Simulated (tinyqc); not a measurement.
Quantum-confined Stark effect in a modulator well: one step. Estimate for hard walls.

Constants: hbar^2/2m0 = 3.80998211 eV angstrom^2.

Parameters, chosen for this exercise (near those of an InGaAsP well in InP; the results hold for these values, not for the real material):
- L = 66 angstrom (well width)
- me = 0.0495 m0 (electron, well)
- mh = 0.376 m0 (heavy hole along z, well)
- F = 111 kV/cm (field)

Problem. Second order: each level moves by -C m (e F)^2 L^4/(2c), C = (15/pi^2 - 1)/(24 pi^2), c = hbar^2/2m0, 1 kV/cm = 1e-5 eV/angstrom. It holds while e F L is no more than about twice 3 c pi^2/(m L^2).

Give: Estimate.

Solution.

Estimate:
```
carrier     shift (meV)  e F L over the level spacing
electron          -0.33                          0.14
heavy hole        -2.53                          1.06
```

The hole, 7.6 times heavier, carries 88 % of the estimated shift; for hard walls second order errs by about 2 % at a ratio of 1 and 13 % at 3.

Computed by tinyqc, a small Python program: `OMP_NUM_THREADS=1 python tinyqc.py 1251564 1251565 out.jsonl` (the numbers bound the seed that draws the inputs); one thread of a shared host (Intel(R) Xeon(R) Processor @ 2.30GHz), about 0.1 s for the whole set of steps.
